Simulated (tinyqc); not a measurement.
Hall measurement with a parallel conducting layer.

Two layers in parallel, unit Hall factors, low field: 1/Rs = q (ns mu + n2 m2); apparent mobility (ns mu^2 + sg n2 m2^2)/(ns mu + n2 m2); apparent density (ns mu + n2 m2)^2/(ns mu^2 + sg n2 m2^2); a negative value means the sign of the second layer.

Inputs (values chosen for the exercise): sheet density of the layer ns = 2.8e13 cm^-2; drift mobility mu = 110 cm^2/(V s); mobility of the parallel layer m2 = 200 cm^2/(V s); sign of its carriers relative to the first layer sg = -1.

Constants: q = 1.602176634e-19 C. Results are converted to the units shown.

Result of one run:
```
Rs (ohm/square)  apparent density (cm^-2)  apparent mobility (cm^2/(V s))  share of the conductance in layer 2 (%)
270.4                           -1.455e14                          -158.6                                    86.66
```

Which sheet density of a parallel layer n2 gave this result: 9e10, 4e11, 1e14 or 5e14 cm^-2?

n2 = 1e14 cm^-2.

The whole series:
columns A: n2 (cm^-2); B: Rs (ohm/square); C: apparent density (cm^-2); D: apparent mobility (cm^2/(V s)); E: share of the conductance in layer 2 (%)
```
A         B          C       D       E
9e10   2015   2.863e13   108.2  0.5810
4e11   1975   3.093e13   102.2   2.532
2e12   1794   4.679e13   74.37   11.49
7e12   1393   3.413e14   13.12   31.25
3e13  687.4  -9.573e13  -94.85   66.08
1e14  270.4  -1.455e14  -158.6   86.66
5e14  60.55  -5.404e14  -190.7   97.01
2e15  15.48  -2.040e15  -197.6   99.24
8e15  3.893  -8.039e15  -199.4   99.81
```

The apparent mobility falls from 108 to -199 cm^2/(V s), between mu = 110 and sg m2 = -200. The Hall signal vanishes at n2 = ns (mu/m2)^2 = 8.47e12 cm^-2, where the apparent density diverges.

Program tinyqc, `OMP_NUM_THREADS=1 python tinyqc.py 2850136 2850137 out.jsonl`; Intel Xeon 2.30GHz, shared host, one thread, about 0.01 s.
